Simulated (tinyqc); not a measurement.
Hole subbands of a hard-walled well, four-band Luttinger model: one step. Levels and mixing. The numbers come from values chosen for the exercise (near those of Ge).

H(k) (meV), lower triangle:
```
          h1        h2        h3        l1        l2        l3
h1  -22.9739
h2         0    8.5325
h3         0         0   61.0432
l1   17.1647  -35.1526         0  134.6307
l2   35.1526   17.1647  -63.2747         0  279.6136
l3         0   63.2747   17.1647         0         0  521.2520
```

Problem. Diagonalise; give the four lowest hole energies and the weight of the heavy component (the first half of the basis) in each.

Give: levels; heavy weight.

Solution.

levels (meV): -29.55  -8.57  44.70  144.80

heavy weight: 0.970  0.930  0.942  0.063

The most mixed of the four is number 2, with 93 % heavy character. Against 60 sines these levels lie 0.2, 0.9, 10.7 and 47.6 meV too high: the small basis lacks the higher sines, which carry the upper levels.

tinyqc: `OMP_NUM_THREADS=1 python tinyqc.py 1282715 1282716 out.jsonl`; about 0.1 s, one thread, shared Intel(R) Xeon(R) Processor @ 2.30GHz.
